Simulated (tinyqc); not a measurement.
Relaxation at fixed composition: composition and strain of an epitaxial Si(1-x)Ge(x) layer from Raman and X-ray peaks. Computed by tinyqc, a small Python program. Command: `OMP_NUM_THREADS=1 python tinyqc.py 3011706 3011707 out.jsonl epiraman walk`. One thread of a shared host (Intel(R) Xeon(R) Processor @ 2.30GHz), about 0.01 s of CPU time with the checks.

A (001) layer, biaxially strained in the plane. The Raman peaks follow empirical lines omega = w0 + c1 x + c3 x^3 + b eps (c3 for Si-Ge alone), with eps the in-plane strain.

Inputs (values chosen for the exercise, modelled on silicon-germanium):
```
quantity,value,unit
Ge fraction x,0.59,-
Ge fraction y of the buffer,0.83,-
lattice constant of Si,5.431,angstrom
lattice constant of Ge,5.658,angstrom
bowing B,0.026,angstrom
2 C12/C11 of Si,0.769,-
2 C12/C11 of Ge,0.756,-
Si-Si: w0,520.8,1/cm
Si-Si: c1,-67.9,1/cm
Si-Si: strain coefficient b,-697,1/cm
Ge-Ge: w0,280.3,1/cm
Ge-Ge: c1,20,1/cm
Ge-Ge: strain coefficient b,-447,1/cm
X-ray wavelength,1.540598,angstrom
```

Substrate: relaxed alloy buffer.

Method:
- Relaxed lattice constant a(x) = a_Si + (a_Ge - a_Si) x - B x (1 - x).
- In-plane constant a_par = a_sub + R (a(x) - a_sub); eps = a_par/a(x) - 1; eps_perp = -(2 C12/C11) eps with 2 C12/C11 linear in x; a_perp = a(x) (1 + eps_perp). The buffer has a_sub = a(y).
- (004) Bragg angle theta = arcsin(2 lambda/a), with a = a_perp for the layer and a_sub for the substrate; separation = layer less substrate. The apparent x is the one that a fully strained layer (R = 0) would need to give the same a_perp.

Signatures:
```
R,eps (per mille),Si-Si (1/cm),Ge-Ge (1/cm),a_perp (angstrom),(004) separation (arcsec),apparent x if R = 0 is assumed
0.00,10.272,473.58,287.51,5.5152,2478.3,0.59000
0.15,8.732,474.65,288.20,5.5217,2314.3,0.60592
0.30,7.191,475.73,288.89,5.5282,2150.7,0.62180
0.50,5.136,477.16,289.80,5.5369,1933.4,0.64288
0.70,3.082,478.59,290.72,5.5456,1716.9,0.66387
0.85,1.541,479.67,291.41,5.5521,1555.0,0.67955
1.00,0.000,480.74,292.10,5.5586,1393.6,0.69518
```

What follows from these numbers?

Full relaxation moves the Si-Si peak by +7.16 per cm and shrinks the X-ray separation to 56 % of its strained value, about 1/(1 + 2 C12/C11). A symmetric reflection alone cannot part x from R: a relaxed layer read as strained gives x = 0.695 in place of 0.59. An asymmetric reflection or a second peak is needed.

Extremes, crossings and ranges named in words are read from the listed rows.
